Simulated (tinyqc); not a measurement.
Raising U: Hubbard chain of 5 sites, mean field against exact. Computed by the program tinyqc. Command: `OMP_NUM_THREADS=1 python tinyqc.py 110234 110235 out.jsonl`; one thread of a shared host (Intel(R) Xeon(R) Processor @ 2.60GHz), about 3 s.

one-body matrix (hopping and site energies) (eV):
```
,1,2,3,4,5
1,0.1300,-1.8800,0.0000,0.0000,0.0000
2,-1.8800,-0.1700,-1.8800,0.0000,0.0000
3,0.0000,-1.8800,0.3800,-1.8800,0.0000
4,0.0000,0.0000,-1.8800,-0.5300,-1.8800
5,0.0000,0.0000,0.0000,-1.8800,0.4300
```

electrons, up and down: 3  2

Collinear unrestricted mean field (the lowest of 40 random starts) against exact diagonalisation.

Exact and mean-field results (eV):
```
U,U/t,E exact,E mean field,mean |n_up - n_down|,"double occupancy, exact",first gap in the sector
0.940,0.500,-9.07801,-9.03722,0.229,0.216,1.638
1.880,1.000,-8.11338,-7.95208,0.275,0.194,1.625
3.760,2.000,-6.49260,-5.92795,0.453,0.151,1.458
5.640,3.000,-5.25355,-4.37433,0.678,0.114,1.253
7.520,4.000,-4.32607,-3.35872,0.807,0.085,1.070
11.280,6.000,-3.10143,-2.22159,0.912,0.049,0.803
15.040,8.000,-2.36412,-1.62154,0.950,0.031,0.632
22.560,12.000,-1.54859,-1.00800,0.978,0.015,0.438
37.600,20.000,-0.85062,-0.51086,0.992,0.006,0.268
```

In absolute terms mean field is worst at U/t = 4.0, 0.967 eV too high: at small U it is nearly exact, and at large U it misses only exchange-scale energies. Relative to the exact energy its error is 0.4 % at the smallest U, 40 % at most and 40 % at the largest. The double occupancy falls from 0.216 to 0.006.
